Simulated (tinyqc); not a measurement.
Worked calculation: Pariser-Parr-Pople SCF with singles CI, for the molecule c1ccc2cccc-2cc1 (SMILES; centres numbered as the heavy atoms are written). One step of it, computed by the program tinyqc.

Problem. Iteration 3: orbitals and new P. Diagonalise F (the basis is taken as orthonormal) and form P = 2 sum c c over the lowest orbitals; 0.5 of the old P is kept.

F (eV):
```
            1C         2C         3C         4C         5C         6C         7C         8C
1C   -6.167129  -4.008113  -0.295330   0.386926  -0.044766  -0.198639  -0.044766   0.386926
2C   -4.008113  -6.116658  -4.276933   0.089113   0.302987  -0.016338  -0.238963   0.016284
3C   -0.295330  -4.276933  -5.476440  -3.873819   0.015467   0.283120   0.108799  -0.290189
4C    0.386926   0.089113  -3.873819  -5.017332  -4.001070   0.107113   0.558072  -3.153593
5C   -0.044766   0.302987   0.015467  -4.001070  -4.929240  -4.173989   0.027978   0.558072
6C   -0.198639  -0.016338   0.283120   0.107113  -4.173989  -4.966039  -4.173989   0.107113
7C   -0.044766  -0.238963   0.108799   0.558072   0.027978  -4.173989  -4.929240  -4.001070
8C    0.386926   0.016284  -0.290189  -3.153593   0.558072   0.107113  -4.001070  -5.017332
9C   -0.295330   0.310926   0.246785  -0.290189   0.108799   0.283120   0.015467  -3.873819
10C  -4.008113   0.020150   0.310926   0.016284  -0.238963  -0.016338   0.302987   0.089113

            9C        10C
1C   -0.295330  -4.008113
2C    0.310926   0.020150
3C    0.246785   0.310926
4C   -0.290189   0.016284
5C    0.108799  -0.238963
6C    0.283120  -0.016338
7C    0.015467   0.302987
8C   -3.873819   0.089113
9C   -5.476440  -4.276933
10C  -4.276933  -6.116658
```

pi electrons, sum of z_r less the charge = 10

P after iteration 2:
```
            1C         2C         3C         4C         5C         6C         7C         8C
1C    0.839061   0.597811   0.156540  -0.238591   0.036282   0.179739   0.036282  -0.238591
2C    0.597811   0.985743   0.698554  -0.047242  -0.214071   0.013790   0.191752  -0.010041
3C    0.156540   0.698554   0.899296   0.547762  -0.008076  -0.192822  -0.074469   0.153835
4C   -0.238591  -0.047242   0.547762   1.167934   0.595214  -0.052943  -0.275868   0.278211
5C    0.036282  -0.214071  -0.008076   0.595214   1.048545   0.660074  -0.013833  -0.275868
6C    0.179739   0.013790  -0.192822  -0.052943   0.660074   0.957902   0.660074  -0.052943
7C    0.036282   0.191752  -0.074469  -0.275868  -0.013833   0.660074   1.048545   0.595214
8C   -0.238591  -0.010041   0.153835   0.278211  -0.275868  -0.052943   0.595214   1.167934
9C    0.156540  -0.191715  -0.152180   0.153835  -0.074469  -0.192822  -0.008076   0.547762
10C   0.597811  -0.010679  -0.191715  -0.010041   0.191752   0.013790  -0.214071  -0.047242

            9C        10C
1C    0.156540   0.597811
2C   -0.191715  -0.010679
3C   -0.152180  -0.191715
4C    0.153835  -0.010041
5C   -0.074469   0.191752
6C   -0.192822   0.013790
7C   -0.008076  -0.214071
8C    0.547762  -0.047242
9C    0.899296   0.698554
10C   0.698554   0.985743
```

Give: orbital energies; P after iteration 3.

Solution.

orbital energies (eV): -13.819  -12.300  -11.414  -9.389  -8.209  -2.864  -1.802  0.875  1.966  2.744

P after iteration 3:
```
         1C      2C      3C      4C      5C      6C      7C      8C
1C    0.882   0.617   0.131  -0.244   0.031   0.182   0.031  -0.244
2C    0.617   1.009   0.683  -0.036  -0.221   0.009   0.191  -0.011
3C    0.131   0.683   0.889   0.573   0.017  -0.205  -0.088   0.176
4C   -0.244  -0.036   0.573   1.097   0.604  -0.046  -0.268   0.291
5C    0.031  -0.221   0.017   0.604   1.071   0.659  -0.063  -0.268
6C    0.182   0.009  -0.205  -0.046   0.659   0.985   0.659  -0.046
7C    0.031   0.191  -0.088  -0.268  -0.063   0.659   1.071   0.604
8C   -0.244  -0.011   0.176   0.291  -0.268  -0.046   0.604   1.097
9C    0.131  -0.214  -0.135   0.176  -0.088  -0.205   0.017   0.573
10C   0.617  -0.026  -0.214  -0.011   0.191   0.009  -0.221  -0.036

         9C     10C
1C    0.131   0.617
2C   -0.214  -0.026
3C   -0.135  -0.214
4C    0.176  -0.011
5C   -0.088   0.191
6C   -0.205   0.009
7C    0.017  -0.221
8C    0.573  -0.036
9C    0.889   0.683
10C   0.683   1.009
```
